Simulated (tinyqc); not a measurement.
Matthiessen's rule against the full average: mobility of a non-polar semiconductor in the relaxation-time approximation. Computed by tinyqc, a small Python program. Command: `OMP_NUM_THREADS=1 python tinyqc.py 3000651 3000652 out.jsonl rta walk`. One thread of a shared host (Intel(R) Xeon(R) Processor @ 2.30GHz), about 0.01 s of CPU time with the checks.

Each valley is treated as a sphere of mass m_d for states and rates, with one isotropic relaxation time; the conductivity mass m_c sets the current.

Inputs (values chosen for the exercise, modelled on electrons in diamond):
```
quantity                                            value       unit
longitudinal mass m_l                                1.52        m_0
transverse mass m_t                                 0.284        m_0
equivalent valleys Z                                    6          -
non-parabolicity alpha                               0.19       1/eV
static permittivity eps_s                             5.7          -
density rho                                          3515     kg/m^3
sound velocity v_l                                  18100        m/s
acoustic deformation potential D_A                    8.7         eV
phonon energy hbar w                                  145        meV
optical or intervalley deformation potential D_o      7.8  1e8 eV/cm
final valleys Z_f                                       5          -
carrier density n                                 4.6e+18     1/cm^3
compensation ratio C                                    0          -
temperature T                                         350          K
alloy fraction x                                      0.2          -
alloy potential U                                     1.4         eV
lattice constant a                                   3.57   angstrom
```

Band: Kane. Impurity formula: Brooks-Herring. Further scattering: alloy.

Constants: k_B = 8.617333262e-05 eV/K; m_0 = 9.1093837015e-31 kg; e = 1.602176634e-19 C; hbar = 1.054571817e-34 J s; eps_0 = 8.8541878128e-12 F/m; k_B = 1.380649e-23 J/K; hbar = 6.582119569e-16 eV s.

Method:
- m_d = (m_l m_t^2)^(1/3); 1/m_c = (1/m_l + 2/m_t)/3; Hall mass factor A = 3 K_m (K_m + 2)/(2 K_m + 1)^2, K_m = m_l/m_t; N_I = n (1 + C)/(1 - C).
- Kane band: hbar^2 k^2/(2 m) = E (1 + alpha E), speed v = hbar k/(m (1 + 2 alpha E)), states per spin, volume and energy g(E) = m k (1 + 2 alpha E)/(2 pi^2 hbar^2); overlap factors are set to 1. Here m = m_d. Masses are multiplied by m_0 and all formulas are in SI units.
- The reduced Fermi level eta = E_F/(k_B T) solves n = 2 Z int g f dE with f = 1/(1 + exp(x - eta)) (Z = 1 unless valleys are given); screening length L_s = sqrt(eps_s eps_0 k_B T/(e^2 dn/deta)), dn/deta = 2 Z int g f (1 - f) dE.
- Integrals over x = E/(k_B T) use 160 Gauss-Legendre points in u = sqrt(x) from 0 to sqrt(max(eta, 0) + 32).
- Phonon occupation N_q = 1/(exp(hbar w/(k_B T)) - 1).
- Acoustic deformation potential (elastic, equipartition, absorption and emission together): 1/tau = 2 pi k_B T D_A^2 g(E)/(hbar rho v_l^2).
- Optical or intervalley deformation potential: 1/tau = (pi Z_f D_o^2/(rho w)) [N_q g(E + hbar w) + (N_q + 1) g(E - hbar w)], with g = 0 below the band edge.
- Each optical term is multiplied by (1 - f(E'))/(1 - f(E)), E' the final energy, for Pauli blocking.
- Singly charged impurities, momentum relaxation: 1/tau = N_I e^4 m (1 + 2 alpha E) Phi/(8 pi (eps_s eps_0)^2 hbar^3 k^3), with alpha = 0 for a parabolic band.
- Brooks-Herring: Phi = ln(1 + b) - b/(1 + b), b = 4 k^2 L_s^2.
- Alloy disorder: 1/tau = (2 pi/hbar) Omega x (1 - x) U^2 g(E), Omega = a^3/4 (other conventions for Omega rescale U).
- mu = (m_d/m_c) (2 Z e/(3 n k_B T)) int g v^2 tau f (1 - f) dE.
- Averages over x are split at the emission threshold x_0 = hbar w/(k_B T): 64 Gauss-Legendre points in sqrt(x) below it and 128 in sqrt(x - x_0) above it, up to x = max(eta, 0) + 32.
- Rates are added at each energy before the average. With <y> = int g v^2 y f (1 - f) dE: Hall factor r_H = A (3 n k_B T/(2 Z m_d)) <tau^2/(1 + 2 alpha E)>/<tau>^2 (alpha = 0 for a parabolic band); Hall mobility r_H mu; |S| = (k_B/e) (<x tau>/<tau> - eta); resistivity 1/(n e mu).
- Matthiessen's rule adds 1/mu of the separate processes.

acoustic mobility = 5065.35 cm^2/(V s)

optical mobility = 40753.2 cm^2/(V s)

ionised impurity mobility = 177.684 cm^2/(V s)

alloy mobility = 451.020 cm^2/(V s)

drift mobility mu = 103.732 cm^2/(V s)

Separate mobilities:
```
process           mu (cm^2/(V s))  share of the sum of 1/mu (%)
acoustic                     5065                         2.447
optical                     40753                         0.304
ionised impurity              178                        69.764
alloy                         451                        27.484
```

mobility by Matthiessen's rule = 123.96 cm^2/(V s)

excess of Matthiessen's rule over the full mu = 19.500 %

What does the comparison show, and why?

The rule gives 124.0 against the full 103.7, 19.5 % too high; it can only overestimate, since each separate average is carried by the energies where that process is weak. The error is large because ionised impurity and alloy scattering both carry weight and depend on energy in different ways. Caution: diamond forms no such random alloy, so the alloy term is a formal exercise. Caution: above a few 1e18 per cm^3 the Born approximation, static screening and an unperturbed band are rough; measured mobilities are usually lower. Caution: n is taken as given; at low temperature (in diamond even at 300 K) real dopants can freeze out, which changes n and N_I.
